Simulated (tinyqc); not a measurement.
Thermal, flicker and telegraph noise of a field-effect transistor: one step, computed by the program tinyqc. Command: `OMP_NUM_THREADS=1 python tinyqc.py 3001962 3001963 out.jsonl noise walk`. One thread of a shared host (Intel(R) Xeon(R) Processor @ 2.30GHz), about 0.01 s of CPU time with the checks.

Strong inversion, threshold roll-off and channel-length modulation left out; noise sources are uncorrelated and are given as one-sided spectral densities.

Problem. Operating point. C_ox = 3.9 eps_0/t; V_c = 2 v_s L/mu; I = W C_ox v_s V_ov^2/(V_ov + V_c); g_m = W C_ox v_s V_ov (V_ov + 2 V_c)/(V_ov + V_c)^2; g_d0 = mu C_ox (W/L) V_ov.

Inputs (values chosen for the exercise, modelled on a silicon n-channel):

| quantity | value | unit |
|---|---|---|
| width W | 45 | micrometre |
| length L | 560 | nm |
| electrical oxide thickness t | 4.7 | nm |
| mobility mu | 130 | cm^2/(V s) |
| saturation velocity v_s | 0.98 | 1e7 cm/s |
| overdrive V_ov | 0.2 | V |

Operating region: saturation. Flicker model: number with correlated mobility.

Constants: eps_0 = 8.8541878128e-12 F/m.

Give: C_ox; drain current I; g_m; g_d0.

Solution.

C_ox = 0.73471 microfarad/cm^2

drain current I = 149.95 microampere

g_m = 1482.1 microsiemens

g_d0 = 1535.0 microsiemens
